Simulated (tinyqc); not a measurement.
p-type polysilicon, carrier trapping at grain boundaries: two steps of the calculation.

One-dimensional grains of size Lg, uniform ionised doping N, monovalent traps Qt at each boundary at a depth Et below (for electrons) or above (for holes) the band edge there, abrupt depletion of width W on each side of a boundary, Boltzmann statistics. xi is the distance from the band edge at the grain centre to the Fermi level. Trapped charge Qt/(1 + exp((xi + VB - Et)/Vt)) = 2 N W, barrier VB = q N W^2/(2 eps0 eps_r).

Inputs (values chosen for the exercise); values of the order met in polycrystalline silicon:
```
symbol    value        unit                                                              meaning
T           300           K                                                          temperature
eps_r      11.7                                                            relative permittivity
NB      2.65e19       cm^-3                                  valence-band density of states at T
Lg           33          nm                                                           grain size
Qt         8e11       cm^-2                                     trap density of a grain boundary
Et         0.33          eV  depth of the trap level from the majority band edge at the boundary
ms         0.43          m0                                         mass for thermionic emission
fe         0.25                                           correction factor of the emission rate
mug          41  cm^2/(V s)                                           mobility inside the grains
N        2.1e17       cm^-3                                                               doping
```

Constants: q = 1.602176634e-19 C, kB = 1.380649e-23 J/K, m0 = 9.1093837015e-31 kg, Vt = kB T/q, eps0 = 8.8541878128e-14 F/cm where lengths are in cm. Results are converted to the units shown.

Task 1. Depletion width, Fermi level and barrier. If the trap equation with xi = Vt ln(NB/N) has a root W < Lg/2, the grain is partly depleted; otherwise W = Lg/2 and the trap equation gives xi = Et - VB + Vt ln(Qt/(N Lg) - 1). N* = Qt/Lg.

Give: N*; W; xi; VB; share of traps filled.

Result 1.

N* = 2.424e17 cm^-3
W = 16.50 nm
xi = 0.2375 V
VB = 0.04421 V
share of traps filled = 0.8662

N is 0.866 N*, and the grain is fully depleted; VB = 1.71 Vt.

Task 2. Resistivity and effective mobility. n0 = NB exp(-xi/Vt); mean density n0 (1 - 2 W/Lg) by charge balance in a partly depleted grain, and n0 (sqrt(pi)/2) erf(u)/u with u = sqrt(VB/Vt) in a fully depleted one; v = sqrt(kB T/(2 pi ms m0)); barrier resistivity Vt exp(VB/Vt)/(q fe n0 v Lg); grain resistivity (1 - 2 W/Lg)/(q n0 mug); effective mobility 1/(q mean density total resistivity).

W = 16.5 nm
xi = 0.23749199 V
VB = 0.044211270 V

Find: n0; mean density; v; barrier resistivity; grain resistivity; resistivity; effective mobility.

Result 2.

n0 = 2.714e15 cm^-3
mean density = 1.721e15 cm^-3
v = 4.102e6 cm/s
barrier resistivity = 97.15 ohm cm
grain resistivity = 0.000 ohm cm
resistivity = 97.15 ohm cm
effective mobility = 37.34 cm^2/(V s)

The resistivity is 134 times that of a single crystal with the same N and mobility mug, and the mean density is 0.819 % of N.

tinyqc, about 0.01 s, one thread, Intel Xeon 2.30GHz (shared host): `OMP_NUM_THREADS=1 python tinyqc.py 2830297 2830298 out.jsonl`
